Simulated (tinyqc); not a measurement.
Inside a calculation. Model: elastic trap-assisted tunnelling through a dielectric.

tinyqc, about 0.03 s, one thread, Intel Xeon 2.30GHz (shared host): `OMP_NUM_THREADS=1 python tinyqc.py 2370016 2370017 out.jsonl` Printed values are rounded.

Emitter at x = 0 (Fermi level 0), collector at x = t (Fermi level -V), band edge U(x) = phi - F x, F = V/t. A trap at x has the energy E = U(x) - Et. With G(u) = (4/(3 F)) sqrt(mo/C) max(u, 0)^1.5, C = hbar^2/(2 m0): S1 = G(phi - E) - G(Et), S2 = G(Et) - G(phi - V - E), T1,2 = exp(-S1,2). The steady rate through one trap is nu T1 T2 (f1 - f2)/(T1 + T2), f1 = f(E), f2 = f(E + V), f(y) = 1/(1 + exp(y/Vt)); both contacts offer states at E.

Values chosen for this exercise; dielectric values close to those of silicon dioxide:
```
symbol   value   unit                                           meaning
T          350      K                                       temperature
phi       3.08     eV             barrier above the emitter Fermi level
mo        0.49     m0                                   tunnelling mass
t          4.2     nm                                         thickness
Et        2.36     eV  trap depth below the band edge of the dielectric
Nt      6.8e18  cm^-3                                      trap density
nu        1e14    1/s                                 attempt frequency
n            9                                       points of the grid
V         3.16      V                                           voltage
xa        1.09     nm                              left end of the grid
xb        2.18     nm                             right end of the grid
```

Constants: q = 1.602176634e-19 C, kB = 1.380649e-23 J/K, hbar = 1.054571817e-34 J s, m0 = 9.1093837015e-31 kg, Vt = kB T/q, hbar^2/(2 m0) = 0.0380998212 eV nm^2. Results are converted to the units shown.

Range of the model: Phonon-assisted (inelastic) capture, chains of traps and a spread of trap depths are left out.

## Rate through a trap near the best position

n equally spaced x from xa to xb, where nearly all of the current flows; J = q Nt times the integral of the rate, by Simpson's rule.

| point | x (nm) | E (eV) | S1 | S2 | f1 - f2 | rate (1/s) |
|---|---|---|---|---|---|---|
| 0 | 1.09000 | -0.100095 | 12.9998 | 23.0231 | 0.965066 | 9676.64 |
| 1 | 1.22625 | -0.202607 | 14.7565 | 22.7684 | 0.998792 | 12916.6 |
| 2 | 1.36250 | -0.305119 | 16.5408 | 22.3624 | 0.999960 | 19356.7 |
| 3 | 1.49875 | -0.407631 | 18.3524 | 21.8494 | 0.999999 | 31475.4 |
| 4 | 1.63500 | -0.510143 | 20.1908 | 21.2483 | 1.00000 | 43904.3 |
| 5 | 1.77125 | -0.612655 | 22.0556 | 20.5706 | 1.00000 | 21513.9 |
| 6 | 1.90750 | -0.715167 | 23.9464 | 19.8241 | 1.00000 | 3919.34 |
| 7 | 2.04375 | -0.817679 | 25.8630 | 19.0146 | 1 | 585.291 |
| 8 | 2.18000 | -0.920190 | 27.8050 | 18.1468 | 1 | 84.0278 |

J = 0.00202913 A/cm^2

A converged quadrature gives 0.002206 A/cm^2; this grid is 8.0 % below that. The rate peaks at x = 1.63 nm; traps sink below the emitter Fermi level beyond x = 0.957 nm.

## The best-placed trap against direct tunnelling

xs = 1.63 nm

At x = xs: E, S1, S2 and the occupation (T1 f1 + T2 f2)/(T1 + T2). Direct tunnelling at E = 0 has S = (4/(3 F)) sqrt(mo/C) [phi^1.5 - max(phi - V, 0)^1.5].

E = -0.506381 eV
S1 = 20.1228
S2 = 21.2718
occupation = 0.759322
S of direct tunnelling = 34.3529

The harder of the two steps has S = 21.3, 61.9 % of the direct exponent: the trap splits one long tunnelling path into two short ones.
